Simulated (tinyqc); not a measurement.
CIS and TDHF on RHF in the sto-6g basis, for Li+, spin multiplicity 1, step by step. Computed by tinyqc, a small Python program that keeps every step (integrals from PySCF). Settings: charge = 1, multiplicity = 1, basis = sto-6g, method = RHF, energy threshold = 1e-10, iteration cap = 62, orthogonalisation = symmetric, start = Wolfsberg-Helmholz matrix, DIIS depth = 6, TDHF = 1. Command: `OMP_NUM_THREADS=1 python tinyqc.py 25148 25149 out.jsonl` (the two numbers bound the seeds that draw the settings). One thread of a shared host (Intel(R) Xeon(R) Processor @ 2.60GHz), about 0.07 s of CPU time with the checks. Later iterations appear only in the table of the cycle.

## One-electron integrals

Geometry (angstrom):

| atom | x | y | z |
|---|---|---|---|
| Li | 0.000000 | 0.000000 | 0.000000 |

Basis sto-6g: exponents (1/bohr^2) and contraction coefficients of normalised primitives:

| element | l (shell) | exponent | coefficient |
|---|---|---|---|
| Li | s (1) | 167.175846 | 0.009164 |
| Li | s (1) | 30.651508 | 0.049361 |
| Li | s (1) | 8.575187 | 0.168538 |
| Li | s (1) | 2.945808 | 0.370563 |
| Li | s (1) | 1.143944 | 0.416492 |
| Li | s (1) | 0.471139 | 0.130334 |
| Li | s (2) | 6.597564 | -0.013253 |
| Li | s (2) | 1.305830 | -0.046992 |
| Li | s (2) | 0.405851 | -0.033785 |
| Li | s (2) | 0.156146 | 0.250242 |
| Li | s (2) | 0.067814 | 0.595117 |
| Li | s (2) | 0.031084 | 0.240706 |
| Li | p (3) | 6.597564 | 0.003760 |
| Li | p (3) | 1.305830 | 0.037679 |
| Li | p (3) | 0.405851 | 0.173897 |
| Li | p (3) | 0.156146 | 0.418036 |
| Li | p (3) | 0.067814 | 0.425860 |
| Li | p (3) | 0.031084 | 0.101708 |

Overlap, kinetic and nuclear-attraction integrals over the contracted functions; the nuclear repulsion is the sum of Za Zb / Rab.

nuclear repulsion = 0 hartree

overlap S, lower triangle:
```
           1Li 1s    1Li 2s   1Li 2px   1Li 2py   1Li 2pz
1Li 1s   1.000000
1Li 2s   0.235742  1.000000
1Li 2px  0.000000  0.000000  1.000000
1Li 2py  0.000000  0.000000  0.000000  1.000000
1Li 2pz  0.000000  0.000000  0.000000  0.000000  1.000000
```

kinetic energy T (hartree), lower triangle:
```
            1Li 1s    1Li 2s   1Li 2px   1Li 2py   1Li 2pz
1Li 1s    3.616742
1Li 2s   -0.110723  0.106524
1Li 2px   0.000000  0.000000  0.320007
1Li 2py   0.000000  0.000000  0.000000  0.320007
1Li 2pz   0.000000  0.000000  0.000000  0.000000  0.320007
```

nuclear attraction V (hartree), lower triangle:
```
            1Li 1s     1Li 2s    1Li 2px    1Li 2py    1Li 2pz
1Li 1s   -8.067144
1Li 2s   -0.828362  -1.200045
1Li 2px   0.000000   0.000000  -1.199992
1Li 2py   0.000000   0.000000   0.000000  -1.199992
1Li 2pz   0.000000   0.000000   0.000000   0.000000  -1.199992
```

core Hamiltonian H = T + V (hartree), lower triangle:
```
            1Li 1s     1Li 2s    1Li 2px    1Li 2py    1Li 2pz
1Li 1s   -4.450402
1Li 2s   -0.939085  -1.093522
1Li 2px   0.000000   0.000000  -0.879985
1Li 2py   0.000000   0.000000   0.000000  -0.879985
1Li 2pz   0.000000   0.000000   0.000000   0.000000  -0.879985
```

## Two-electron integrals

Functions are numbered as in S; the eight-fold symmetry (ij|kl) = (ji|kl) = (kl|ij) leaves the list below.

Two-electron integrals (ij|kl) in chemists' order, unique and non-zero (hartree):
```
(11|11) 1.681247   (21|11) 0.242603   (21|21) 0.044507   (22|11) 0.397190
(22|21) 0.090279   (22|22) 0.290625   (31|31) 0.009437   (32|31) 0.014261
(32|32) 0.064236   (33|11) 0.397190   (33|21) 0.090279   (33|22) 0.290625
(33|33) 0.313125   (41|41) 0.009437   (42|41) 0.014261   (42|42) 0.064236
(43|43) 0.016875   (44|11) 0.397190   (44|21) 0.090279   (44|22) 0.290625
(44|33) 0.279374   (44|44) 0.313125   (51|51) 0.009437   (52|51) 0.014261
(52|52) 0.064236   (53|53) 0.016875   (54|54) 0.016875   (55|11) 0.397190
(55|21) 0.090279   (55|22) 0.290625   (55|33) 0.279374   (55|44) 0.279374
(55|55) 0.313125
```

## Orthogonalisation

S = U s U^T; symmetric (Loewdin) form X = U s^(-1/2) U^T, so that X^T S X = 1.

eigenvalues of S: 0.764258  1.000000  1.000000  1.000000  1.235742

X, lower triangle:
```
            1Li 1s    1Li 2s   1Li 2px   1Li 2py   1Li 2pz
1Li 1s    1.021726
1Li 2s   -0.122153  1.021726
1Li 2px   0.000000  0.000000  1.000000
1Li 2py   0.000000  0.000000  0.000000  1.000000
1Li 2pz   0.000000  0.000000  0.000000  0.000000  1.000000
```

## Starting guess

The start is the generalised Wolfsberg-Helmholz matrix (K = 1.75) built on H; D = 2 C_occ C_occ^T.

D at the start, lower triangle:
```
           1Li 1s    1Li 2s   1Li 2px   1Li 2py   1Li 2pz
1Li 1s   1.972494
1Li 2s   0.055076  0.001538
1Li 2px  0.000000  0.000000  0.000000
1Li 2py  0.000000  0.000000  0.000000  0.000000
1Li 2pz  0.000000  0.000000  0.000000  0.000000  0.000000
```

## Iteration 1: building the Fock matrix

J_ij = sum D_kl (ij|kl), K_ij = sum D_kl (ik|jl); F = H + J - 0.5 K; E = tr D H + tr D J / 2 - 0.25 tr D K + E_nn.

Coulomb J (hartree), lower triangle:
```
           1Li 1s    1Li 2s   1Li 2px   1Li 2py   1Li 2pz
1Li 1s   3.343584
1Li 2s   0.483574  0.793846
1Li 2px  0.000000  0.000000  0.793847
1Li 2py  0.000000  0.000000  0.000000  0.793847
1Li 2pz  0.000000  0.000000  0.000000  0.000000  0.793847
```

exchange K (hartree), lower triangle:
```
           1Li 1s    1Li 2s   1Li 2px   1Li 2py   1Li 2pz
1Li 1s   3.343042
1Li 2s   0.502998  0.098182
1Li 2px  0.000000  0.000000  0.020284
1Li 2py  0.000000  0.000000  0.000000  0.020284
1Li 2pz  0.000000  0.000000  0.000000  0.000000  0.020284
```

Fock matrix F (hartree), lower triangle:
```
            1Li 1s     1Li 2s    1Li 2px    1Li 2py    1Li 2pz
1Li 1s   -2.778339
1Li 2s   -0.707010  -0.348767
1Li 2px   0.000000   0.000000  -0.096280
1Li 2py   0.000000   0.000000   0.000000  -0.096280
1Li 2pz   0.000000   0.000000   0.000000   0.000000  -0.096280
```

total energy of this density = -7.22109535 hartree

## Iteration 1: diagonalisation and new density

Diagonalise F' = X^T F X, C = X C', fill 1 alpha and 1 beta electrons from the bottom; D = 2 C_occ C_occ^T. Each column has its largest component positive (the first on a tie).

F' = X^T F X (hartree), lower triangle:
```
           1          2          3          4          5
1  -2.729096
2  -0.358329  -0.229063
3   0.000000   0.000000  -0.096280
4   0.000000   0.000000   0.000000  -0.096280
5   0.000000   0.000000   0.000000   0.000000  -0.096280
```

orbital energies (hartree): MO1 -2.779442, MO2 -0.178718, MO3 -0.096280, MO4 -0.096280, MO5 -0.096280

coefficients C:
```
              MO1        MO2       MO3       MO4       MO5
1Li 1s   0.994792  -0.263122  0.000000  0.000000  0.000000
1Li 2s   0.021191   1.028784  0.000000  0.000000  0.000000
1Li 2px  0.000000   0.000000  1.000000  0.000000  0.000000
1Li 2py  0.000000   0.000000  0.000000  1.000000  0.000000
1Li 2pz  0.000000   0.000000  0.000000  0.000000  1.000000
```

D after iteration 1, lower triangle:
```
           1Li 1s    1Li 2s   1Li 2px   1Li 2py   1Li 2pz
1Li 1s   1.979223
1Li 2s   0.042162  0.000898
1Li 2px  0.000000  0.000000  0.000000
1Li 2py  0.000000  0.000000  0.000000  0.000000
1Li 2pz  0.000000  0.000000  0.000000  0.000000  0.000000
```

Within a degenerate level the vectors are fixed only up to a rotation; this is one choice.

## Iteration 4 (converged): orbitals

converged F (hartree), lower triangle:
```
            1Li 1s     1Li 2s    1Li 2px    1Li 2py    1Li 2pz
1Li 1s   -2.775752
1Li 2s   -0.704184  -0.347335
1Li 2px   0.000000   0.000000  -0.095909
1Li 2py   0.000000   0.000000   0.000000  -0.095909
1Li 2pz   0.000000   0.000000   0.000000   0.000000  -0.095909
```

As before.

F' = X^T F X (hartree), lower triangle:
```
           1          2          3          4          5
1  -2.727081
2  -0.355838  -0.228235
3   0.000000   0.000000  -0.095909
4   0.000000   0.000000   0.000000  -0.095909
5   0.000000   0.000000   0.000000   0.000000  -0.095909
```

orbital energies (hartree): MO1 -2.776764, MO2 -0.178551, MO3 -0.095909, MO4 -0.095909, MO5 -0.095909

coefficients C:
```
              MO1        MO2       MO3       MO4       MO5
1Li 1s   0.995018  -0.262267  0.000000  0.000000  0.000000
1Li 2s   0.020308   1.028801  0.000000  0.000000  0.000000
1Li 2px  0.000000   0.000000  1.000000  0.000000  0.000000
1Li 2py  0.000000   0.000000  0.000000  1.000000  0.000000
1Li 2pz  0.000000   0.000000  0.000000  0.000000  1.000000
```

D after iteration 4, lower triangle:
```
           1Li 1s    1Li 2s   1Li 2px   1Li 2py   1Li 2pz
1Li 1s   1.980121
1Li 2s   0.040413  0.000825
1Li 2px  0.000000  0.000000  0.000000
1Li 2py  0.000000  0.000000  0.000000  0.000000
1Li 2pz  0.000000  0.000000  0.000000  0.000000  0.000000
```

Within a degenerate level the vectors are fixed only up to a rotation; this is one choice.

## Convergence

Stop when the energy changes by less than 1e-10 hartree and every element of the error matrix X^T (F D S - S D F) X is below 3e-06.

Course of the cycle:

| iteration | E (hartree) | change | largest element of the error matrix |
|---|---|---|---|
| 1 | -7.22109535 | - | 3.31e-02 |
| 2 | -7.22133036 | -2.35e-04 | 3.93e-03 |
| 3 | -7.22133373 | -3.37e-06 | 2.65e-06 |
| 4 | -7.22133373 | -1.25e-12 | 1.15e-06 |

PySCF RHF in the same basis = -7.22133373 hartree

Converged in 4 iterations.

## Populations

Mulliken: Z minus the diagonal of D S on the atom; Loewdin: the same with S^(1/2) D S^(1/2).

Charges (e):

| atom | Mulliken | Loewdin |
|---|---|---|
| 1Li | 1.000000 | 1.000000 |

## Integrals over molecular orbitals

(pq|rs) = sum C_ip C_jq C_kr C_ls (ij|kl), one index at a time.

one-electron integrals over orbitals h = C^T H C (hartree), lower triangle:
```
           1          2          3          4          5
1  -4.444569
2   0.182217  -0.956766
3   0.000000   0.000000  -0.879985
4   0.000000   0.000000   0.000000  -0.879985
5   0.000000   0.000000   0.000000   0.000000  -0.879985
```

Two-electron integrals over orbitals (pq|rs), unique and non-zero (hartree):
```
(11|11) 1.667805    (21|11) -0.182217   (21|21) 0.031344    (22|11) 0.404780
(22|21) -0.009899   (22|22) 0.283189    (31|31) 0.009946    (32|31) 0.013403
(32|32) 0.060943    (33|11) 0.397011    (33|21) -0.005643   (33|22) 0.286209
(33|33) 0.313125    (41|41) 0.009946    (42|41) 0.013403    (42|42) 0.060943
(43|43) 0.016875    (44|11) 0.397011    (44|21) -0.005643   (44|22) 0.286209
(44|33) 0.279374    (44|44) 0.313125    (51|51) 0.009946    (52|51) 0.013403
(52|52) 0.060943    (53|53) 0.016875    (54|54) 0.016875    (55|11) 0.397011
(55|21) -0.005643   (55|22) 0.286209    (55|33) 0.279374    (55|44) 0.279374
(55|55) 0.313125
```

## CIS matrix, singlets

A(ia,jb) = (e_a - e_i) d_ij d_ab + 2 (ia|jb) - (ij|ab).

CIS matrix A, singlet (hartree), lower triangle:
```
          1>2       1>3       1>4       1>5
1>2  2.256122
1>3  0.000000  2.303736
1>4  0.000000  0.000000  2.303736
1>5  0.000000  0.000000  0.000000  2.303736
```

## CIS singlet states

dipole integrals <i|r|a> (bohr):
```
            x         y         z
1>2  0.000000  0.000000  0.000000
1>3  0.191496  0.000000  0.000000
1>4  0.000000  0.191496  0.000000
1>5  0.000000  0.000000  0.191496
```

Diagonalise A (1 hartree = 27.211386 eV); each vector has its largest component positive (the first on a tie). The transition dipole is mu = sqrt2 sum c_ia <i|r|a>.

singlet excitation energies (eV): 61.392197  62.687856  62.687856  62.687856

lowest vectors:
```
      state 1   state 2   state 3   state 4
1>2  1.000000  0.000000  0.000000  0.000000
1>3  0.000000  1.000000  0.000000  0.000000
1>4  0.000000  0.000000  1.000000  0.000000
1>5  0.000000  0.000000  0.000000  1.000000
```

oscillator strengths 2/3 w |mu|^2: 0.000000  0.112640  0.112640  0.112640

Within a degenerate level the vectors are fixed only up to a rotation; this is one choice.

## TDHF (RPA) singlet states

B(ia,jb) = 2 (ia|jb) - (ib|ja); the squared energies are the eigenvalues of (A - B)(A + B); 1 hartree = 27.211386 eV.

TDHF matrix B, singlet (hartree), lower triangle:
```
          1>2       1>3       1>4       1>5
1>2  0.031344
1>3  0.000000  0.009946
1>4  0.000000  0.000000  0.009946
1>5  0.000000  0.000000  0.000000  0.009946
```

squared energies w^2 (hartree^2): 5.089102  5.307102  5.307102  5.307102

TDHF energies from the positive w^2 (eV): 61.386272  62.687272  62.687272  62.687272

## CIS matrix, triplets

A(ia,jb) = (e_a - e_i) d_ij d_ab - (ij|ab).

CIS matrix A, triplet (hartree), lower triangle:
```
          1>2       1>3       1>4       1>5
1>2  2.193434
1>3  0.000000  2.283844
1>4  0.000000  0.000000  2.283844
1>5  0.000000  0.000000  0.000000  2.283844
```

## CIS triplet states

Diagonalise A (1 hartree = 27.211386 eV); each vector has its largest component positive (the first on a tie).

triplet excitation energies (eV): 59.686372  62.146569  62.146569  62.146569

lowest vectors:
```
      state 1   state 2   state 3   state 4
1>2  1.000000  0.000000  0.000000  0.000000
1>3  0.000000  1.000000  0.000000  0.000000
1>4  0.000000  0.000000  1.000000  0.000000
1>5  0.000000  0.000000  0.000000  1.000000
```

Within a degenerate level the vectors are fixed only up to a rotation; this is one choice.

## TDHF (RPA) triplet states

B(ia,jb) = - (ib|ja); the squared energies are the eigenvalues of (A - B)(A + B); 1 hartree = 27.211386 eV.

TDHF matrix B, triplet (hartree), lower triangle:
```
           1>2        1>3        1>4        1>5
1>2  -0.031344
1>3   0.000000  -0.009946
1>4   0.000000   0.000000  -0.009946
1>5   0.000000   0.000000   0.000000  -0.009946
```

squared energies w^2 (hartree^2): 4.810169  5.215846  5.215846  5.215846

TDHF energies from the positive w^2 (eV): 59.680278  62.145979  62.145979  62.145979
